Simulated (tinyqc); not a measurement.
Floating body of a partially depleted SOI transistor: body voltage and kink: two steps of the calculation.

Source at 0 V. Channel current Ic = 2 nf K Vt^2 [F(0) - F(Vd)](1 + la Vd), F(V) = ln^2(1 + exp((Vg - VT - nf V)/(2 nf Vt))), VT = VT0 - gb Vb. Saturation voltage Vs = 2 Vt sqrt(F(0)) + 3 Vt, excess Ve = (Vd - Vs + sqrt((Vd - Vs)^2 + 0.0004 V^2))/2, multiplication M1 = Ai Ve exp(-Bl/Ve). Each junction passes D(v) = J1 (exp(v/Vt) - 1) + J2 (exp(v/(2 Vt)) - 1). Bipolar current Ib = bb J1 (exp(Vb/Vt) - 1). The body settles where M1 (Ic + Ib) = D(Vb) + D(Vb - Vd) + Vb/Rb; drain current Id = (1 + M1)(Ic + Ib) - D(Vb - Vd).

Values chosen for this exercise; values of the order met in partially depleted silicon-on-insulator transistors: temperature T = 300 K; threshold at zero body voltage VT0 = 0.38 V; fall of the threshold per volt of body voltage gb = 0.25; slope factor nf = 1.24; gain factor per width K = 150 uA/(V^2 um); channel-length modulation factor la = 0.1 1/V; impact-ionisation prefactor Ai = 3.95 1/V; impact-ionisation voltage Bl = 7.1 V; diffusion saturation current of each junction J1 = 5.5e-12 uA/um; recombination saturation current of each junction J2 = 2.4e-8 uA/um; gain of the lateral bipolar transistor on the diffusion current bb = 0; resistance of a weak body tie to the source (1e9 stands for no tie, and the term is then dropped) Rb = 1e9 kohm um; gate voltage Vg = 0.76 V; drain voltage Vd = 1.5 V.

Constants: q = 1.602176634e-19 C, kB = 1.380649e-23 J/K, Vt = kB T/q. Results are converted to the units shown.

Question 1. New Vb. Current into the body I_in = M1 (Ic + Ib) - D(Vb - Vd), current out I_out = D(Vb) + Vb/Rb; f = ln(I_in/I_out), s = df/dVb by central differences over 1e-5 V, Vb(new) = Vb - f/s.

Vb after iteration 1 = 0.59742040 V

Wanted: Ic; Ve; M1; I_in; I_out; f; s; Vb after iteration 2.

Answer 1.

Ic = 19.492 uA/um
Ve = 0.99563 V
M1 = 0.0031454
I_in = 0.061311 uA/um
I_out = 0.062286 uA/um
f = -0.015784
s = -38.606 1/V
Vb after iteration 2 = 0.59701 V

Question 2. Drain current with floating and with grounded body. Id and VT at the converged Vb, Id at Vb = 0, their ratio, and the bipolar share Ib/(Ic + Ib).

converged Vb = 0.59701152 V

Find: VT; Id, floating; Id, grounded; ratio; bipolar share.

Answer 2.

VT = 0.23075 V
Id, floating = 19.546 uA/um
Id, grounded = 10.129 uA/um
ratio = 1.9296
bipolar share = 0.0000 %

The body rises to 0.597 V and lowers the threshold by 149 mV.

Range of the model: The multiplication law is an empirical form chosen for the exercise; self-heating and capacitive coupling to the body are left out, and the linear laws are rough once Vb passes about 0.7 V or M1 about 0.1.

Program tinyqc, `OMP_NUM_THREADS=1 python tinyqc.py 2182229 2182230 out.jsonl`; Intel Xeon 2.30GHz, shared host, one thread, about 0.2 s.
